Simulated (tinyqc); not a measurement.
Inversion-layer mobility, back-scattering and ballistic limit of a field-effect transistor: one step, computed by the program tinyqc.

The charge at the top of the source barrier is fixed by the gate; series resistance and short-channel effects are left out. F_j are Fermi integrals normalised to exp(eta) in the classical limit.

Question. Back-scattering. F_j(eta) = (1/Gamma(j + 1)) int_0^infinity x^j/(1 + exp(x - eta)) dx, F_0 = ln(1 + exp(eta)). Integrals over x = E/(k_B T) use 160 Gauss-Legendre points in u = sqrt(x) from 0 to sqrt(max(eta, 0) + 32). Ballistic channel: N_2D = g_v m k_B T/(pi hbar^2), U = e V_D/(k_B T); eta_F solves N_inv = (N_2D/2)[F_0(eta_F) + F_0(eta_F - U)]; v_T = sqrt(2 k_B T/(pi m)); I/W = e (N_2D/2) v_T [F_1/2(eta_F) - F_1/2(eta_F - U)]; injection velocity v_T F_1/2(eta_F)/F_0(eta_F). Mean free path lambda = (2 k_B T/e)(mu/v_T) F_0(eta_0)/F_-1/2(eta_0), with eta_0 from N_inv = N_2D F_0(eta_0); critical length l = L (1 + U)^(-a), an empirical rule; back-scattering r = l/(l + lambda). Then eta solves N_inv = (N_2D/2)[(1 + r) F_0(eta) + (1 - r) F_0(eta - U)] and I/W = e (N_2D/2) v_T (1 - r)[F_1/2(eta) - F_1/2(eta - U)]. Ballistic ratio: I over the ballistic current. Apparent mobility 1/(1/mu + 1/mu_B), mu_B = mu L/lambda.

Inputs (values chosen for the exercise, modelled on a germanium p-channel):

| quantity | value | unit |
|---|---|---|
| transport mass m | 0.19 | m_0 |
| valley degeneracy g_v | 1 | - |
| drain voltage V_D | 0.82 | V |
| channel length L | 45 | nm |
| exponent a of the critical length | 0.73 | - |
| temperature T | 300 | K |

Statistics at the top of the barrier: Fermi-Dirac.

inversion density N_inv = 3.134947e+12 1/cm^2

effective mobility mu = 204.9813 cm^2/(V s)

Constants: m_0 = 9.1093837015e-31 kg; k_B = 1.380649e-23 J/K; hbar = 1.054571817e-34 J s; k_B = 8.617333262e-05 eV/K; e = 1.602176634e-19 C.

Give: eta_0; mean free path lambda; critical length l; back-scattering coefficient r; current I/W; ballistic ratio; apparent low-field mobility.

Answer.

eta_0 = 1.2832

mean free path lambda = 11.375 nm

critical length l = 3.5270 nm

back-scattering coefficient r = 0.23669

current I/W = 528.71 microampere/micrometre

ballistic ratio = 0.57892

apparent low-field mobility = 163.62 cm^2/(V s)

L/lambda = 3.96, but at this drain voltage only the first 3.53 nm can return a carrier to the source, so the device works at 58 % of its ballistic limit.
